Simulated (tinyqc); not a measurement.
Microkinetic model of low-temperature epitaxy from hydride gases: adsorption, hydrogen desorption and rate control: one step, computed by the program tinyqc. Command: `OMP_NUM_THREADS=1 python tinyqc.py 3007298 3007299 out.jsonl hepi walk`. One thread of a shared host (Intel(R) Xeon(R) Processor @ 2.30GHz), about 0.01 s of CPU time with the checks.

Each hydride molecule needs two free sites and leaves four hydrogen atoms, of which two leave at once as H2; theta is the hydrogen coverage, the site density is 6.78 per nm^2 and one layer is 1.358 angstrom thick.

Task: Rate constants. Flux per site F = p/(sqrt(2 pi M k_B T) x 6.78e18 per m^2), M = 32.12 u (silane), 76.63 u (germane), 2.016 u (hydrogen); s = s0 exp(-E_s/(k_B T)); k_S = s F_S, k_G = r_G s F_G; germanium fraction x = k_G/(k_S + k_G); k = k_S + k_G; k_H = s_H F_H; k_d = nu_d exp(-(E_d - dE x)/(k_B T)). Temperatures in kelvin are T(C) + 273.15.

Inputs (values chosen for the exercise, close to those used for silane and germane, with second-order desorption as on Si(111) but the site density of Si(001)):
```
quantity,value,unit
silane pressure p_S,0.65,Pa
sticking prefactor of silane s0,0.023,-
adsorption barrier E_s,0.19,eV
desorption prefactor nu_d,4.2e+11,1/s
desorption energy on silicon E_d,2.09,eV
hydrogen carrier pressure p_H,0,Pa
sticking of hydrogen s_H,1.1e-07,-
temperature T,480,C
germane pressure p_G,0.11,Pa
sticking ratio of germane to silane r_G,2.7,-
"lowering of E_d per unit germanium fraction, dE",0.56,eV
```

Film: silicon-germanium. Order of hydrogen desorption: second.

Constants: k_B = 8.617333262e-05 eV/K; u = 1.6605390666e-27 kg; k_B = 1.380649e-23 J/K.

Give: k; germanium fraction x; k_H; k_d.

Result:

k = 2.5910 1/s

germanium fraction x = 0.22829

k_H = 0 1/s

k_d = 0.031137 1/s
